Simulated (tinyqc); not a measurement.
Reverse leakage of an n+-p junction: diffusion, generation, trap-assisted and band-to-band tunnelling: one step of the calculation.

One-sided abrupt junction in the depletion approximation, x from the junction (0) to W on the p side, field F = F0 (1 - x/W). Flat quasi-Fermi levels, long p side. Traps generate through SRH with both lifetimes shortened by 1 + Gamma (Hurkx enhancement, form for moderate fields); band-to-band generation is local and needs a total bending above Eg.

Problem. Field, scales and diffusion current. ni = sqrt(Nc Nv) exp(-Eg/(2 Vt)), Eg in volts; Vbi = Vt ln(Na Nd/ni^2); W = sqrt(2 eps0 eps_r (Vbi + VR)/(q Na)); F0 = 2 (Vbi + VR)/W; FG = sqrt(24 mt m0 (kB T)^3)/(q hbar); J_diff = q ni^2 sqrt(Dn/tau)(1 - exp(-VR/Vt))/Na.

Parameters, values chosen for the exercise; band and dielectric values close to those of silicon: temperature T = 400 K; band gap Eg = 1.1 eV; relative permittivity eps_r = 11.7; conduction-band density of states at T Nc = 4.39e19 cm^-3; valence-band density of states at T Nv = 4.13e19 cm^-3; acceptor density of the lighter side Na = 1.7e17 cm^-3; donor density of the heavier side Nd = 5e19 cm^-3; SRH lifetime of both carriers at zero field tau = 2e-7 s; tunnelling mass mt = 0.23 m0; electron diffusion coefficient on the lighter side Dn = 22 cm^2/s; reverse bias VR = 1.3 V.

Constants: q = 1.602176634e-19 C, kB = 1.380649e-23 J/K, hbar = 1.054571817e-34 J s, m0 = 9.1093837015e-31 kg, Vt = kB T/q, eps0 = 8.8541878128e-14 F/cm where lengths are in cm. Results are converted to the units shown.

Give: ni; Vbi; W; F0; FG; J_diff.

Solution.

ni = 5.006e12 cm^-3
Vbi = 0.9152 V
W = 129.8 nm
F0 = 341.3 kV/cm
FG = 544.7 kV/cm
J_diff = 2.477e-7 A/cm^2

Range of the model: The n+ side is degenerate, so Vbi from Boltzmann statistics is only a guide.

Program tinyqc, `OMP_NUM_THREADS=1 python tinyqc.py 2290107 2290108 out.jsonl`; Intel Xeon 2.30GHz, shared host, one thread, about 0.01 s.
